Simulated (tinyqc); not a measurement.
Band bending at a free surface with a continuum of surface states, surface photovoltage and Kelvin probe: Kelvin-probe contrast of the doping.

n-type bulk, xi = Ec - EF = Vt ln(Nc/Nd), p0 = ni^2/Nd, ni = sqrt(Nc Nv) exp(-Eg/(2 Vt)), Eg in volts. b is the upward band bending, u = b/Vt. Space charge per area, in units of q: Qc = sign(b) sqrt((2 eps0 eps_r Vt/q) [(Nd + dn)(exp(-u) - 1) + Nd u + (p0 + dn)(exp(u) - 1)]), with dn the excess density under light (flat quasi-Fermi levels; 0 in the dark). The states hold -Ds (E0 - xi - b): negative while the Fermi level lies above the neutrality level. Neutrality: Qc + Qf + (charge of the states) = 0.

Work function chi + xi + b; contact potential difference CPD = (work function of the sample) - pt. b solves the neutrality condition in the dark.

Parameters, values chosen for the exercise; band and dielectric values close to those of indium phosphide: temperature T = 300 K; band gap Eg = 1.36 eV; relative permittivity eps_r = 12.5; conduction-band density of states at T Nc = 5.6e17 cm^-3; valence-band density of states at T Nv = 1.08e19 cm^-3; electron affinity chi = 4.35 eV; fixed positive charge at the surface Qf = 2e10 cm^-2; work function of the probe tip pt = 5.06 eV; density of surface states Ds = 1.5e13 cm^-2 eV^-1; depth of their neutrality level below the conduction edge E0 = 0.39 eV.

Constants: q = 1.602176634e-19 C, kB = 1.380649e-23 J/K, Vt = kB T/q, eps0 = 8.8541878128e-14 F/cm where lengths are in cm. Results are converted to the units shown.

Kelvin-probe contrast of the doping:

| Nd (cm^-3) | xi (eV) | b (V) | CPD (mV) |
|---|---|---|---|
| 1.2e14 | 0.2184 | 0.1692 | -322.4 |
| 2.6e14 | 0.1984 | 0.1886 | -322.9 |
| 5.4e14 | 0.1795 | 0.2067 | -323.8 |
| 1.1e15 | 0.1611 | 0.2239 | -325.0 |
| 2.3e15 | 0.1421 | 0.2411 | -326.8 |
| 4.9e15 | 0.1225 | 0.2578 | -329.7 |
| 1e16 | 0.1041 | 0.2723 | -333.6 |
| 2.1e16 | 0.08488 | 0.2855 | -339.6 |
| 4.5e16 | 0.06518 | 0.2962 | -348.7 |

xi falls by 153 mV over the table and the CPD by 26.3 mV; b rises from 0.169 to 0.296 V. Between the first two rows the CPD follows 2.92 % of the change of xi, and between the last two 45.8 %. It is below 100 % where b rises with the doping (pinning hides it).

Program tinyqc, `OMP_NUM_THREADS=1 python tinyqc.py 2430122 2430123 out.jsonl`; Intel Xeon 2.30GHz, shared host, one thread, about 0.01 s.
